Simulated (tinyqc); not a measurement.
Do the excited 1s states matter for ionisation? Model: valley-orbit splitting of a donor ground state, with strain. Computed by tinyqc, a small Python program. Command: `OMP_NUM_THREADS=1 python tinyqc.py 3026519 3026520 out.jsonl valleyorbit walk`. One thread of a shared host (Intel(R) Xeon(R) Processor @ 2.30GHz), about 0.01 s of CPU time with the checks.

The basis is the 1s envelope in each valley; energies are counted from the unstrained conduction-band edge. The strain is e_s (a a^T - 1/3) for the unit stress axis a, so valley j along n_j moves by Xi_u e_s w_j with w_j = (n_j.a)^2 - 1/3: -1/3 for x and y, +2/3 for z.

Inputs (values chosen for the exercise, for a model many-valley semiconductor):
```
quantity,value,unit
single-valley binding energy E_0,37.6,meV
central-cell shift Lambda,1.71,meV
coupling Delta_1,3.06,meV
coupling Delta_2,2.36,meV
shear deformation potential Xi_u,8.37,eV
donor density N_D,1.6e+15,cm^-3
density-of-states mass of one valley m_e,0.32,m_0
```

Valleys: six along <100>. Stress axis: [001].

Constants: k_B = 8.617333262e-05 eV/K; m_0 = 9.1093837015e-31 kg; k_B = 1.380649e-23 J/K; h = 6.62607015e-34 J s.

Method:
- By symmetry: E(A1) = E_0 + Lambda + 4 Delta_1 + Delta_2 (one state), E(T2) = E_0 + Lambda - Delta_2 (three), E(E) = E_0 + Lambda - 2 Delta_1 + Delta_2 (two), as binding energies.
- H_jj = -(E_0 + Lambda) + Xi_u e_s w_j; H_jk = -Delta_2 between opposite valleys and -Delta_1 between perpendicular ones.
- z = sum over levels of exp(-(E - E_ground)/k_B T), the ground-state share being 1/z; N_c = 2 (2 pi m_e k_B T/h^2)^(3/2) sum_j exp(-(shift_j - lowest shift)/k_B T); n1 = N_c/(2 z) exp(-binding/k_B T), binding = lowest shift - E_ground; without compensation n = 2 N_D/(1 + sqrt(1 + 4 N_D/n1)) (Boltzmann statistics; p and higher states left out).
- No strain here. The last two columns set z = 1, with the A1 depth, or use one level at E_0 with z equal to the number of valleys.

E(A1) = 53.91 meV

Ionised share:
```
T (K),z,all 1s states,ground state alone,no splitting
31,1.0073,6.9491e-04,6.9744e-04,0.00601
52,1.1014,5.6024e-02,5.8712e-02,0.14128
78,1.3708,4.0226e-01,4.5126e-01,0.55695
110,1.7896,8.1467e-01,8.7934e-01,0.87246
160,2.4049,9.6623e-01,9.8539e-01,0.97378
250,3.2182,9.9401e-01,9.9812e-01,0.99475
420,4.0819,9.9872e-01,9.9969e-01,0.99880
```

What follows from these numbers?

z grows from 1.007 to 4.08 of at most 6. Leaving out the excited states overstates the ionised share by up to 12.2 % (at 78.0 K); ignoring the splitting misses by a factor 8.65 at the lowest T and 1.00 at the highest.

Extremes, crossings and ranges named in words are read from the listed rows.
